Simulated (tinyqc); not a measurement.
# Worked calculation: donor binding, ionisation and the Mott limit

Computed by the program tinyqc: `OMP_NUM_THREADS=1 python tinyqc.py 2330138 2330139 out.jsonl`, one thread of a shared Intel Xeon 2.30GHz, about 0.01 s for the whole run. Printed values are rounded.

Hydrogenic donor: Ry = (m0 q^3/(8 eps0^2 h^2)) me/eps_r^2 in eV, E0 = cc Ry, radius a = q/(8 pi eps0 eps_r E0), Mott density Nm = (0.26/a)^3. Below Nm the level sinks as Ed = E0 [1 - (N/Nm)^(1/3)]. Neutrality: Nc F12(eta) = N/(1 + 2 exp(eta + Ed/kB T)), F12(x) = (2/sqrt(pi)) int_0^infinity sqrt(u)/(1 + exp(u - x)) du.

Inputs (values chosen for the exercise); band and dielectric values close to those of gallium arsenide: temperature T = 300 K; relative permittivity eps_r = 13.1; mass in the hydrogenic formula, set independently of Nc me = 0.0673 m0; conduction-band density of states at 300 K Nc = 4.43e17 cm^-3; ratio of the true binding energy to the hydrogenic one cc = 1; donor density N = 1.9e14 cm^-3.

Constants: q = 1.602176634e-19 C, kB = 1.380649e-23 J/K, eps0 = 8.8541878128e-12 F/m, h = 6.62607015e-34 J s, m0 = 9.1093837015e-31 kg, Vt = kB T/q. Results are converted to the units shown.

Range of the model: A sharp level with degeneracy 2 overstates freeze-out near Nm, where the impurity band broadens and merges with the conduction band.

## Binding energy, radius and Mott density

The mean spacing of the donors is N^(-1/3).

Ry = 5.33572 meV
E0 = 5.33572 meV
a = 10.3005 nm
Nm = 1.60823e16 cm^-3
spacing over a = 16.8872
Ed = 4.12048 meV

## Ionisation

Solve the neutrality equation for eta. Boltzmann form: with k = (Nc/2) exp(-Ed/kB T) the ionised share is [-k + sqrt(k^2 + 4 k N)]/(2 N).

eta = -7.75515
ionised share = 99.8996 %
n = 1.89809e14 cm^-3
ionised share, Boltzmann form = 99.8996 %

With the level held at E0 the share would be 99.9 %.
